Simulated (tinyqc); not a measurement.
Dopant redistribution at a moving silicon-oxide interface during parabolic oxidation: one step, computed by the program tinyqc. Command: `OMP_NUM_THREADS=1 python tinyqc.py 3020142 3020143 out.jsonl segox walk`. One thread of a shared host (Intel(R) Xeon(R) Processor @ 2.30GHz), about 0.01 s of CPU time with the checks.

Uniformly doped silicon is oxidised with x_ox = sqrt(B t); the interface advances into the silicon by alpha x_ox, alpha = 0.44. The dopant does not move in the oxide, and at the interface C(silicon) = m C(oxide).

Question. Profile below the interface. With the dopant diffusivity D and s = alpha x_ox/(2 sqrt(D t)), in the silicon C = C_B + (C_s - C_B) erfc(y/(2 sqrt(D t)))/erfc(s), y from the original surface. Dopant balance at the interface gives C_s/C_B = 1/[1 + (1/(m alpha) - 1) g], g = sqrt(pi) s exp(s^2) erfc(s). Depths z are counted from the present interface: y/(2 sqrt(D t)) = s + z/(2 sqrt(D t)); take z/(2 sqrt(D t)) = 0, 0.05, 0.1, 0.2, 0.3, 0.5, 0.75, 1, 1.5.

Inputs (values chosen for the exercise, modelled on antimony in silicon under steam): temperature T = 1100 C.

diffusion length 2 sqrt(D t) = 0.2520942 um

ratio C_s/C_B = 3.366912

s = 1.771910

Give: Profile.

Answer.

Profile:
```
z/(2 sqrt(D t))  z (um)  C/C_B
0.00             0.0000  3.367
0.05             0.0126  2.933
0.10             0.0252  2.572
0.20             0.0504  2.025
0.30             0.0756  1.657
0.50             0.1260  1.255
0.75             0.1891  1.070
1.00             0.2521  1.017
1.50             0.3781  1.001
```

Caution: parabolic growth needs an oxide much thicker than the Deal-Grove length A, which fails for thin films and low temperatures; oxidation-enhanced or retarded diffusion is ignored.
